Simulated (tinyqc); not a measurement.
CIS on RHF in the sto-3g basis, for H3-, spin multiplicity 1, step by step. The basis has no diffuse functions, so it cannot describe the extra electron: this is an exercise in the method, not the real anion. Computed by tinyqc, a small Python program that keeps every step (integrals from PySCF). Settings: charge = -1, multiplicity = 1, basis = sto-3g, method = RHF, energy threshold = 1e-10, iteration cap = 83, orthogonalisation = symmetric, start = Wolfsberg-Helmholz matrix, DIIS depth = 6. Command: `OMP_NUM_THREADS=1 python tinyqc.py 26010 26011 out.jsonl` (the two numbers bound the seeds that draw the settings). One thread of a shared host (Intel(R) Xeon(R) Processor @ 2.60GHz), about 0.03 s of CPU time with the checks. The early iterations of the SCF are left out here.

## One-electron integrals

Geometry (angstrom):
```
atom        x        y         z
H     0.00000  0.00000   0.00000
H     0.00000  0.00000   0.79500
H     0.00000  0.00000  -0.79500
```

Basis sto-3g: exponents (1/bohr^2) and contraction coefficients of normalised primitives:
```
element  l (shell)  exponent  coefficient
H            s (1)   3.42525      0.15433
H            s (1)   0.62391      0.53533
H            s (1)   0.16886      0.44463
```

Overlap, kinetic and nuclear-attraction integrals over the contracted functions; the nuclear repulsion is the sum of Za Zb / Rab.

nuclear repulsion = 1.6640793 hartree

overlap S, order 1H 1s, 2H 1s, 3H 1s:
$$\begin{pmatrix}
1.00000 & 0.62404 & 0.62404 \\
0.62404 & 1.00000 & 0.22537 \\
0.62404 & 0.22537 & 1.00000
\end{pmatrix}$$

kinetic energy T (hartree), order 1H 1s, 2H 1s, 3H 1s:
$$\begin{pmatrix}
0.76003 & 0.20547 & 0.20547 \\
0.20547 & 0.76003 & 0.00305 \\
0.20547 & 0.00305 & 0.76003
\end{pmatrix}$$

nuclear attraction V (hartree), order 1H 1s, 2H 1s, 3H 1s:
$$\begin{pmatrix}
-2.46656 & -1.37843 & -1.37843 \\
-1.37843 & -2.17849 & -0.46152 \\
-1.37843 & -0.46152 & -2.17849
\end{pmatrix}$$

core Hamiltonian H = T + V (hartree), order 1H 1s, 2H 1s, 3H 1s:
$$\begin{pmatrix}
-1.70653 & -1.17296 & -1.17296 \\
-1.17296 & -1.41846 & -0.45847 \\
-1.17296 & -0.45847 & -1.41846
\end{pmatrix}$$

## Two-electron integrals

Functions are numbered as in S; the eight-fold symmetry (ij|kl) = (ji|kl) = (kl|ij) leaves the list below.

Two-electron integrals (ij|kl) in chemists' order, unique and non-zero (hartree):
```
(11|11) 0.77461   (21|11) 0.41371   (21|21) 0.26257   (22|11) 0.54950
(22|21) 0.41371   (22|22) 0.77461   (31|11) 0.41371   (31|21) 0.20642
(31|22) 0.26264   (31|31) 0.26257   (32|11) 0.14189   (32|21) 0.08120
(32|22) 0.11782   (32|31) 0.08120   (32|32) 0.02827   (33|11) 0.54950
(33|21) 0.26264   (33|22) 0.32796   (33|31) 0.41371   (33|32) 0.11782
(33|33) 0.77461
```

## Orthogonalisation

S = U s U^T; symmetric (Loewdin) form X = U s^(-1/2) U^T, so that X^T S X = 1.

eigenvalues of S: [0.22299, 0.77463, 2.00238]

X, order 1H 1s, 2H 1s, 3H 1s:
$$\begin{pmatrix}
1.50153 & -0.49484 & -0.49484 \\
-0.49484 & 1.22951 & 0.09331 \\
-0.49484 & 0.09331 & 1.22951
\end{pmatrix}$$

## Iteration 5 (converged): orbitals

converged F (hartree), order 1H 1s, 2H 1s, 3H 1s:
$$\begin{pmatrix}
-0.01061 & -0.27268 & -0.27268 \\
-0.27268 & 0.05003 & -0.13930 \\
-0.27268 & -0.13930 & 0.05003
\end{pmatrix}$$

Diagonalise F' = X^T F X, C = X C', fill 2 alpha and 2 beta electrons from the bottom; D = 2 C_occ C_occ^T. Each column has its largest component positive (the first on a tie).

F' = X^T F X (hartree):
$$\begin{pmatrix}
0.74279 & -0.60884 & -0.60884 \\
-0.60884 & 0.39849 & 0.15408 \\
-0.60884 & 0.15408 & 0.39849
\end{pmatrix}$$

orbital energies (hartree): MO1 -0.21859, MO2 0.24441, MO3 1.51395

coefficients C, order 1H 1s, 2H 1s, 3H 1s:
$$\begin{pmatrix}
0.48047 & 0.00000 & 1.58540 \\
0.36664 & 0.80341 & -0.99266 \\
0.36664 & -0.80341 & -0.99266
\end{pmatrix}$$

D after iteration 5, order 1H 1s, 2H 1s, 3H 1s:
$$\begin{pmatrix}
0.46170 & 0.35231 & 0.35231 \\
0.35231 & 1.55979 & -1.02210 \\
0.35231 & -1.02210 & 1.55979
\end{pmatrix}$$

## Convergence

Stop when the energy changes by less than 1e-10 hartree and every element of the error matrix X^T (F D S - S D F) X is below 3e-06.

Course of the cycle:
```
iteration  E (hartree)     change  largest element of the error matrix
1           -1.2681132          -                             9.72e-02
2           -1.2743238  -6.21e-03                             1.34e-02
3           -1.2744443  -1.20e-04                             8.55e-06
4           -1.2744443  -4.03e-11                             3.61e-06
5           -1.2744443  -5.23e-12                             2.29e-06
```

PySCF RHF in the same basis = -1.2744443 hartree

Converged in 5 iterations.

## Integrals over molecular orbitals

(pq|rs) = sum C_ip C_jq C_kr C_ls (ij|kl), one index at a time.

one-electron integrals over orbitals h = C^T H C (hartree):
$$\begin{pmatrix}
-1.72505 & 0.00000 & -0.17845 \\
0.00000 & -1.23929 & 0.00000 \\
-0.17845 & 0.00000 & -0.60449
\end{pmatrix}$$

Two-electron integrals over orbitals (pq|rs), unique and non-zero (hartree):
```
(11|11) 0.59592    (21|21) 0.16295    (22|11) 0.53674    (22|22) 0.57316
(31|11) 0.08699    (31|22) -0.02141   (31|31) 0.12899    (32|21) -0.13429
(32|32) 0.13649    (33|11) 0.62709    (33|22) 0.56487    (33|31) 0.10587
(33|33) 0.70441
```

## CIS matrix, singlets

A(ia,jb) = (e_a - e_i) d_ij d_ab + 2 (ia|jb) - (ij|ab).

CIS matrix A, singlet (hartree), order 1>3, 2>3:
$$\begin{pmatrix}
1.36342 & 0.00000 \\
0.00000 & 0.97766
\end{pmatrix}$$

## CIS singlet states

dipole integrals <i|r|a> (bohr), order 1>3, 2>3:
$$\begin{pmatrix}
0.00000 & 0.00000 & 0.00000 \\
0.00000 & 0.00000 & -1.20212
\end{pmatrix}$$

Diagonalise A (1 hartree = 27.211386 eV); each vector has its largest component positive (the first on a tie). The transition dipole is mu = sqrt2 sum c_ia <i|r|a>.

singlet excitation energies (eV): [26.60362, 37.10064]

lowest vectors, order 1>3, 2>3:
$$\begin{pmatrix}
0.00000 & 1.00000 \\
1.00000 & 0.00000
\end{pmatrix}$$

oscillator strengths 2/3 w |mu|^2: [1.88375, 0.00000]

## CIS matrix, triplets

A(ia,jb) = (e_a - e_i) d_ij d_ab - (ij|ab).

CIS matrix A, triplet (hartree), order 1>3, 2>3:
$$\begin{pmatrix}
1.10544 & 0.00000 \\
0.00000 & 0.70468
\end{pmatrix}$$

## CIS triplet states

Diagonalise A (1 hartree = 27.211386 eV); each vector has its largest component positive (the first on a tie).

triplet excitation energies (eV): [19.17528, 30.08066]

lowest vectors, order 1>3, 2>3:
$$\begin{pmatrix}
0.00000 & 1.00000 \\
1.00000 & 0.00000
\end{pmatrix}$$
